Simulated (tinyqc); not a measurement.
Composition and strain of an epitaxial Si(1-x)Ge(x) layer from Raman and X-ray peaks: one step, computed by the program tinyqc. Command: `OMP_NUM_THREADS=1 python tinyqc.py 3025911 3025912 out.jsonl epiraman walk`. One thread of a shared host (Intel(R) Xeon(R) Processor @ 2.30GHz), about 0.01 s of CPU time with the checks.

A (001) layer, biaxially strained in the plane. The Raman peaks follow empirical lines omega = w0 + c1 x + c3 x^3 + b eps (c3 for Si-Ge alone), with eps the in-plane strain.

Problem. X-ray (004) reflection. Bragg angle theta = arcsin(2 lambda/a) for (004), for the substrate with a_sub and the layer with a_perp; separation in arc seconds.

Inputs (values chosen for the exercise, modelled on silicon-germanium): X-ray wavelength = 1.540598 angstrom.

Substrate: silicon.

substrate constant a_sub = 5.431 angstrom

a_perp = 5.464378 angstrom

Give: theta of the substrate; theta of the layer; separation, layer less substrate.

Solution.

theta of the substrate = 34.6 degree

theta of the layer = 34.3 degree

separation, layer less substrate = -867 arcsec
